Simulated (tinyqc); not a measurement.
Crystal pulling from the melt: segregation, interface stability, heat balance and point-defect regime: one step, computed by the program tinyqc. Command: `OMP_NUM_THREADS=1 python tinyqc.py 3023518 3023519 out.jsonl pull walk`. One thread of a shared host (Intel(R) Xeon(R) Processor @ 2.30GHz), about 0.01 s of CPU time with the checks.

A dilute solute; steady pulling with a flat interface unless it is found unstable.

Task: Concentration at the frozen fraction g. Axial profile: C_s = k_eff C0 (1 - g)^(k_eff - 1); bulk melt C_L = C_s/k_eff. Usable fraction: the g at which C_s has changed by 30 % from its first value (0.99 at most).

Inputs (values chosen for the exercise, modelled on germanium in silicon): initial melt concentration C0 = 6.2e+18 1/cm^3; frozen fraction g = 0.27.

Loss from the melt surface: none.

k_eff = 0.3211243

Give: C_s; C_L; usable fraction.

Result:

C_s = 2.465e+18 1/cm^3

C_L = 7.677e+18 1/cm^3

usable fraction = 0.3205

C_s rises along the crystal.
